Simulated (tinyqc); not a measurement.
Thickness, silicon consumed, volume change, sheet resistance: thermodynamics of metal silicides: hull, first phase, silicon consumed, nucleation and stability against SiO2. Computed by tinyqc, a small Python program. Command: `OMP_NUM_THREADS=1 python tinyqc.py 3007304 3007305 out.jsonl silphase walk`. One thread of a shared host (Intel(R) Xeon(R) Processor @ 2.30GHz), about 0.01 s of CPU time with the checks.

Entropies of formation of the solids are neglected, so heats stand for free energies. Si fractions: M2Si 0.3333, MSi 0.5000, MSi2 0.6667.

Inputs (values chosen for the exercise, for a model metal): molar volume of M = 9.09 cm^3/mol; molar volume of Si = 12.06 cm^3/mol; metal thickness t = 20 nm.

Phases: M2Si, MSi, MSi2.

volumes of the three phases per mole of M (cm^3/mol): 13.1  17.7  28.4

resistivities of the three phases (microohm cm): 55  14  41

Method. Per phase M_a Si_b, for ample silicon (not limited to t_Si): silicide thickness = t V/V_M; silicon consumed = t (b/a) V_Si/V_M; net volume change = V/(V_M + (b/a) V_Si) - 1; the top surface lies (silicide thickness - silicon consumed) above the old interface; sheet resistance = resistivity/thickness.

Films:
```
phase  thickness (nm)  Si consumed (nm)  volume change (%)  top above old interface (nm)  sheet resistance (ohm)
M2Si           28.823            13.267            -13.360                        15.556                  19.082
MSi            38.944            26.535            -16.312                        12.409                   3.595
MSi2           62.486            53.069            -14.484                         9.417                   6.561
```

silicon consumed by MSi = 26.535 nm

sheet resistance of MSi = 3.5949 ohm

What follows from these numbers?

For a given sheet resistance the silicon consumed goes as resistivity x (b/a)/V: M2Si 2.10, MSi 0.791, MSi2 2.89. It is least for MSi, which matters on shallow junctions and thin silicon. All three reactions shrink the total volume.

Extremes, crossings and ranges named in words are read from the listed rows.
